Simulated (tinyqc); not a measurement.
Inside a calculation: three-level Kane dispersion of a narrow-gap semiconductor. Values are carried at full precision from step to step, so a last printed digit may differ when a step is redone from the rounded ones.

Zero of energy at Gamma8, c = hbar^2/2m0, P^2 = Ep c. The free-electron term and remote bands are left out, so the heavy holes are flat at E = 0 and the other three bands obey E (E - Eg)(E + Dso) = P^2 k^2 (E + 2 Dso/3). The conduction band is the highest root; its edge is Ec = max(Eg, 0).

Constants: hbar^2/2m0 = 3.80998211 eV angstrom^2; hbar = 6.58211957e-16 eV s; e^2/(4 pi eps0) = 14.39964547 eV angstrom; muB = 5.788381798e-05 eV/T.

Inputs chosen for the exercise (near those of HgTe; shifted at random, so the results belong to these values and not to a real crystal): Eg = -0.297 eV (E(Gamma6) - E(Gamma8)); Dso = 1.13 eV (spin-orbit splitting); Ep = 18.2 eV (Kane energy); k = 0.031 1/angstrom (wave vector); n = 1.4e+18 cm^-3 (electron density); eps = 15.4 (high-frequency dielectric constant); B = 1.4 T (magnetic field).

## The three bands at one k

Expand the equation into E^3 + a2 E^2 + a1 E + a0 = 0 and give its roots; compare with the two-level form (Dso to infinity) E = Eg/2 +/- sqrt(Eg^2/4 + (2/3) P^2 k^2).

P^2 k^2 = 0.066637 eV^2

a2, a1, a0: [1.427000, 0.268973, -0.050200]

roots (eV): [-1.1570, -0.3832, 0.1132]

two-level form (eV): [-0.4063, 0.1093]

The two-level form misses the highest root by -3.9 meV. The order is inverted: the band that would be the light hole curves upward from Gamma8 and touches the heavy holes, so there is no gap.

## Mass at the edge and limiting velocity

For Eg < 0 the conduction band starts at Gamma8 with m0* = 3 |Eg|/(2 Ep). In the two-level form the velocity tends to v = sqrt(2/3) P/hbar, and |Eg| = 2 m v^2 with m = 3 |Eg|/(2 Ep), as for a relativistic particle. 1 angstrom = 1e-10 m.

m0* = 0.02448 m0
P = 8.3272 eV angstrom
v = 1.033e+06 m/s
k at which the linear part sets in, |Eg|/(2 hbar v) = 0.02184 1/angstrom

## Fermi level and mass at a given density

Degenerate electrons at T = 0: kF = (3 pi^2 n)^(1/3), 1 cm^-3 = 1e-24 angstrom^-3; EF is the highest root at kF. The momentum (cyclotron, optical) mass is m(E) = hbar^2 k/(dE/dk) = c d(k^2)/dE with d(k^2)/dE = k^2 [1/E + 1/(E - Eg) + 1/(E + Dso) - 1/(E + 2 Dso/3)]; the density of states is k d(k^2)/dE/(2 pi^2).

Edge mass m0* = 3 |Eg|/(2 Ep).

Compare EF - Ec with the parabolic value c kF^2/m0*.

kF = 0.03461 1/angstrom
EF - Ec = 0.1350 eV
parabolic value = 0.1864 eV
m(EF) = 0.04283 m0
m(EF)/m0* = 1.750
density of states at EF = 1.971e+19 1/(eV cm^3)

The parabola overstates EF - Ec by a factor of 1.38; (EF - Ec)/|Eg| = 0.45, and the two-level rule 1 + 2 (EF - Ec)/|Eg| = 1.909 estimates the mass ratio.

## Plasma and cyclotron energies

hbar wp = sqrt(8 pi c (e^2/4 pi eps0) n/(eps m)), hbar wc = 2 muB B/m (classical limit), with m = m(EF) and, for comparison, the edge mass; n in angstrom^-3.

hbar wp with m(EF), with m0* (meV): [54.10, 71.56]

hbar wc with m(EF), with m0* (meV): [3.78, 6.62]

EF - Ec = 135.0 meV is 36 times hbar wc, so the classical value applies.

## Checks

- Roots of the cubic against the 8 x 8 Kane matrix without remote terms: they agree to 1e-10 or better.
- m(E) near the edge against m0*: both 0.02448.

tinyqc: `OMP_NUM_THREADS=1 python tinyqc.py 1050278 1050279 out.jsonl`; about 0.01 s, one thread, shared Intel(R) Xeon(R) Processor @ 2.30GHz.
